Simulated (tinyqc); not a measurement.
Bond length: bond-orbital model of a tetrahedral semiconductor (Harrison's universal couplings).

Hybrid level eh = (es + 3 ep)/4; metallic energy V1 = (ep - es)/4 for each atom; covalent energy V2 = 3.22 hbar^2/(m d^2); polar energy V3 = (ehc - eha)/2; hbar^2/m = 2c, c = hbar^2/2m0. Polarity ap = V3/sqrt(V2^2 + V3^2), covalency ac = V2/sqrt(V2^2 + V3^2). p-p coupling at Gamma Exx = (4/3)(2.22 - 2 x 0.63) hbar^2/(m d^2) = 1.28 hbar^2/(m d^2), s-s coupling Ess = 4 x 1.32 hbar^2/(m d^2).

Constants: hbar^2/2m0 = 3.80998211 eV angstrom^2.

Inputs chosen for the exercise (near tabulated values for BN; the model gives trends, and its gaps can be far from the real ones; shifted at random, so the results belong to these values and not to a real crystal):
```
symbol  value   unit      meaning
esc     -13.55  eV        s level, cation
epc     -8.39   eV        p level, cation
esa     -26.58  eV        s level, anion
epa     -13.93  eV        p level, anion
d       1.56    angstrom  bond length
Z       5                 valence electrons of the anion
```

d is scaled; levels stay. E0 is the s-like conduction level less Ev at Gamma (Ess = 5.28 u, Exx = 1.28 u); Z* = 4 ap - (Z - 4).

Against d:
```
d/d0  V2 (eV)      ap     Z*  Ev (eV)  E0 (eV)
0.94   11.410  0.3089  0.236  -16.475   16.222
0.96   10.940  0.3209  0.283  -16.316   15.336
0.98   10.498  0.3329  0.332  -16.169   14.510
0.99   10.287  0.3390  0.356  -16.099   14.117
1.01    9.884  0.3511  0.404  -15.967   13.369
1.02    9.691  0.3572  0.429  -15.905   13.014
1.04    9.322  0.3695  0.478  -15.786   12.337
```

Give the missing row, d/d0 = 1.00.

Computed row:
```
d/d0  V2 (eV)      ap     Z*  Ev (eV)  E0 (eV)
1.00   10.082  0.3450  0.380  -16.032   13.737
```

Compression raises V2 and E0: dE0/d ln(volume) = -12.45 eV, of which the valence band gives -2.20. The polarity falls under compression, from 0.345 to 0.309 at 0.94 (SiC is a known exception, whose effective charge rises under pressure).

Computed by tinyqc, a small Python program: `OMP_NUM_THREADS=1 python tinyqc.py 1481322 1481323 out.jsonl` (the numbers bound the seed that draws the inputs); one thread of a shared host (Intel(R) Xeon(R) Processor @ 2.30GHz), about 0.01 s for the whole set of steps.
